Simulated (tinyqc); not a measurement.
On-chip interconnect, size-dependent resistivity and RC delay: two steps of the calculation.

A rectangular line between two neighbours and two ground planes. Surface and grain-boundary scattering are added to the bulk resistivity as corrections; capacitances are parallel-plate values without fringing; inductance is ignored.

Inputs (values chosen for the exercise); metal values close to those of copper:
```
symbol,value,unit,meaning
rho0,1.72,uohm cm,bulk resistivity
lam,40.4,nm,bulk mean free path
ps,0,,specular share of surface scattering
Rg,0.58,,reflection coefficient of grain boundaries
gr,0.7,,grain size over the metal width
wd,77,nm,drawn line width
AR,1.4,,"aspect ratio, height over width"
tl,1.2,nm,"liner on both walls and the bottom, not conducting"
sp,77,nm,space to the neighbouring lines
hd,140,nm,dielectric height to the planes above and below
ek,2.2,,relative permittivity of the dielectric
Mf,1,,Miller factor of the neighbours
Rd,6500,ohm,driver resistance
dt,10,ps,time step
```

Constants: eps0 = 8.8541878128e-12 F/m. Results are converted to the units shown.

Task 1. Resistivity, resistance and capacitance per length. Metal width x = wd - 2 tl, height y = AR wd - tl; grain boundaries (Mayadas-Shatzkes): al = (lam/(gr x)) Rg/(1 - Rg), g = 1/[1 - 3 al/2 + 3 al^2 - 3 al^3 ln(1 + 1/al)] - 1; surfaces (Fuchs-Sondheimer, thick limit): s = (3/8) lam (1 - ps)(1/x + 1/y); rho = rho0 (1 + g + s); r = rho/(x y); c = eps0 ek (2 wd/hd + 2 Mf AR wd/sp).

Wanted: x; y; al; g; s; rho; r; c.

Result 1.

x = 74.60 nm
y = 106.6 nm
al = 1.068
g = 1.470
s = 0.3452
rho = 4.842 uohm cm
r = 6.089 ohm/um
c = 0.07597 fF/um

Task 2. Node voltages after a time step. A 1 V step is applied behind Rd at t = 0. C dv/dt = -G v + b, with G the conductance matrix of the ladder (1/Rs between neighbours, 1/Rd added at node 0) and b = (1 V/Rd, 0, ...). Trapezoidal step: (C/dt + G/2) v(new) = (C/dt - G/2) v + b.

Rs = 66.975573 ohm

| node | C (fF) | v at t = 0 (V) |
|---|---|---|
| 0 | 0.41782912 | 0 |
| 1 | 0.83565825 | 0 |
| 2 | 0.83565825 | 0 |
| 3 | 0.83565825 | 0 |
| 4 | 2.3178291 | 0 |

Find: v at t = 1 dt.

Result 2.

v at t = 1 dt, node 0 to 4 (V): [0.2857, 0.2696, 0.2565, 0.2464, 0.2389]

Numbers from tinyqc (`OMP_NUM_THREADS=1 python tinyqc.py 2100053 2100054 out.jsonl`; about 0.01 s on one thread of a shared Intel Xeon 2.30GHz).
